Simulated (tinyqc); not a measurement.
Ground states by the convex hull: cluster expansion of a binary alloy: correlations, fit, cross-validation and ground states. Computed by tinyqc, a small Python program. Command: `OMP_NUM_THREADS=1 python tinyqc.py 3017782 3017783 out.jsonl clex walk`. One thread of a shared host (Intel(R) Xeon(R) Processor @ 2.30GHz), about 0.07 s of CPU time with the checks.

s = +1 for A and -1 for B. Energy per site E = J0 + J1 P(point) + sum over clusters of m V P, with P the mean product of spins; V > 0 on a pair favours unlike neighbours. Clusters per site m: pair 1 4, pair 2 3, pair 3 6, triplet 12; the triplet is two first-neighbour bonds closed by a second-neighbour bond. Formation energies are counted from the line between pure A and pure B, which removes J0 and J1.

Inputs (values chosen for the exercise, for a model alloy):
```
quantity                    value      unit
first-pair interaction V1   -7.34       meV
second-pair interaction V2    1.7       meV
third-pair interaction V3     0.2       meV
triplet interaction Vt        1.6       meV
noise amplitude               1.1  meV/site
```

Lattice: bcc.

Method:
- Design matrix of formation energies: m (P - 1) for pairs and m (P(triplet) - P(point)) for the triplet; x = (1 - P(point))/2.
- Exact: X V with V = (V1, V2, V3, Vt). The data to fit add the noise amplitude times the normal numbers, standing for what the clusters leave out.
- Leave out pair 3: A = X^T X and b = X^T E (E being the data with noise) over these three columns; solve A V = b. The root-mean-square error runs over the structures between the pure ends.
- Height above the hull = E less the lowest straight line between two structures that bracket x (or the lowest structure at the same x). The three-term fit is X V with the fitted values.

correlations P, counted on periodic cells:
```
                     point    pair 1    pair 2    pair 3   triplet
A                  1.00000   1.00000   1.00000   1.00000   1.00000
A3B D0_3           0.50000   0.00000   0.00000   1.00000  -0.50000
A3B (001) layers   0.50000   0.00000   0.66667   0.33333   0.16667
A2B C11_b          0.33333  -0.33333   0.55556   0.11111  -0.11111
AB B2              0.00000  -1.00000   1.00000   1.00000   0.00000
AB B32             0.00000   0.00000  -1.00000   1.00000   0.00000
A2B2 B11           0.00000   0.00000   0.33333  -0.33333   0.00000
AB (110) layers    0.00000   0.00000  -0.33333  -0.33333   0.00000
AB2 C11_b         -0.33333  -0.33333   0.55556   0.11111   0.11111
AB3 D0_3          -0.50000   0.00000   0.00000   1.00000   0.50000
AB3 (001) layers  -0.50000   0.00000   0.66667   0.33333  -0.16667
B                 -1.00000   1.00000   1.00000   1.00000  -1.00000
```

standard normal numbers for the noise (0 for the pure ends): A 0.000, A3B D0_3 -1.281, A3B (001) layers -1.654, A2B C11_b 0.847, AB B2 1.331, AB B32 -1.819, A2B2 B11 -0.055, AB (110) layers -0.636, AB2 C11_b 1.072, AB3 D0_3 0.672, AB3 (001) layers 1.016, B 0.000

X:
```
                   pair 1   pair 2   pair 3   triplet
A                  0.0000   0.0000   0.0000    0.0000
A3B D0_3          -4.0000  -3.0000   0.0000  -12.0000
A3B (001) layers  -4.0000  -1.0000  -4.0000   -4.0000
A2B C11_b         -5.3333  -1.3333  -5.3333   -5.3333
AB B2             -8.0000   0.0000   0.0000    0.0000
AB B32            -4.0000  -6.0000   0.0000    0.0000
A2B2 B11          -4.0000  -2.0000  -8.0000    0.0000
AB (110) layers   -4.0000  -4.0000  -8.0000    0.0000
AB2 C11_b         -5.3333  -1.3333  -5.3333    5.3333
AB3 D0_3          -4.0000  -3.0000   0.0000   12.0000
AB3 (001) layers  -4.0000  -1.0000  -4.0000    4.0000
B                  0.0000   0.0000   0.0000    0.0000
```

fitted V1, V2, Vt (meV): -7.42286  2.16098  1.70307

exact energies (meV/site): A 0.0000, A3B D0_3 5.0600, A3B (001) layers 20.4600, A2B C11_b 27.2800, AB B2 58.7200, AB B32 19.1600, A2B2 B11 24.3600, AB (110) layers 20.9600, AB2 C11_b 44.3467, AB3 D0_3 43.4600, AB3 (001) layers 33.2600, B 0.0000

Hull among these structures (meV/site):
```
structure              x  exact E  above hull  fitted E  above hull, fit
A                 0.0000    0.000       0.000     0.000            0.000
A3B D0_3          0.2500    5.060       5.060     2.772            2.772
A3B (001) layers  0.2500   20.460      20.460    20.718           20.718
A2B C11_b         0.3333   27.280      27.280    27.624           27.624
AB B2             0.5000   58.720      58.720    59.383           59.383
AB B32            0.5000   19.160      19.160    16.726           16.726
A2B2 B11          0.5000   24.360      24.360    25.369           25.369
AB (110) layers   0.5000   20.960      20.960    21.048           21.048
AB2 C11_b         0.6667   44.347      44.347    45.790           45.790
AB3 D0_3          0.7500   43.460      43.460    43.645           43.645
AB3 (001) layers  0.7500   33.260      33.260    34.343           34.343
B                 1.0000    0.000       0.000     0.000            0.000
```

lowest exact formation energy = 0 meV/site

What follows from these numbers?

Only the pure ends are on the exact hull: at zero temperature the alloy separates. The fit finds the same set. A structure at zero height may lie on a tie line without being a vertex, and structures outside this list could lie lower.

Extremes, crossings and ranges named in words are read from the listed rows.
